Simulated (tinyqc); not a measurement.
Energy against coordination: Tersoff bond-order potential. Computed by tinyqc, a small Python program. Command: `OMP_NUM_THREADS=1 python tinyqc.py 3030395 3030396 out.jsonl tersoff walk`. One thread of a shared host (Intel(R) Xeon(R) Processor @ 2.30GHz), about 0.01 s of CPU time with the checks.

E = (1/2) sum_(i, j != i) [A exp(-lambda r_ij) - b_ij B exp(-mu r_ij)], b_ij = (1 + (beta zeta_ij)^n)^(-1/(2n)), zeta_ij = sum_(k != i, j) g(theta_ijk), g = 1 + c^2/d^2 - c^2/(d^2 + (h - cos theta)^2), with theta at atom i. Only nearest neighbours count (cut-off function 1 for them, 0 beyond).

Inputs (values chosen for the exercise, modelled on germanium):
```
quantity     value        unit
A             1792          eV
B           413.89          eV
lambda      2.4451  1/angstrom
mu          1.7047  1/angstrom
beta      9.03e-07           -
n           0.7488           -
c           107100           -
d            15.76           -
h          -0.4521           -
```

Method. Angles seen from one bond (cos theta: count): chain -1: 1; graphitic -1/2: 2; diamond -1/3: 3; square net 0: 2, -1: 1; simple cubic 0: 4, -1: 1; bcc 1/3: 3, -1/3: 3, -1: 1; fcc 1/2: 4, 0: 2, -1/2: 4, -1: 1. With z equal bonds of order b, r = ln(lambda A/(mu b B))/(lambda - mu) and E per atom = -(z/2) b B exp(-mu r)(1 - mu/lambda).

Relaxed structures:
```
structure      z        zeta       b  r (angstrom)  E per atom (eV)  E per bond (eV)
dimer          1           0  1.0000        2.4665          -0.9354          -1.8707
chain          2  5.5749e+04  0.9346        2.5579          -1.4961          -1.4961
graphitic      3  8.5520e+02  0.9969        2.4707          -2.7774          -1.8516
diamond        4  7.8706e+03  0.9839        2.4884          -3.5461          -1.7730
square net     4  1.3170e+05  0.8839        2.6332          -2.4890          -1.2445
simple cubic   6  2.0764e+05  0.8456        2.6930          -3.2256          -1.0752
bcc            8  4.0688e+05  0.7723        2.8155          -3.1879          -0.7970
fcc           12  8.0514e+05  0.6785        2.9904          -3.1178          -0.5196
```

What does the comparison show, and why?

The lowest are diamond, simple cubic and bcc, the first two 0.320 eV apart. The bond order falls from 1 to 0.678 and the bond weakens from -1.87 to -0.52 eV, as b^(lambda/(lambda - mu)) with exponent 3.30. With the same z = 4 the square net lies 1.06 eV above diamond, from its angles alone. Caution: in bcc and other dense structures second neighbours can fall inside the usual cut-off; they are left out here.

Extremes, crossings and ranges named in words are read from the listed rows.
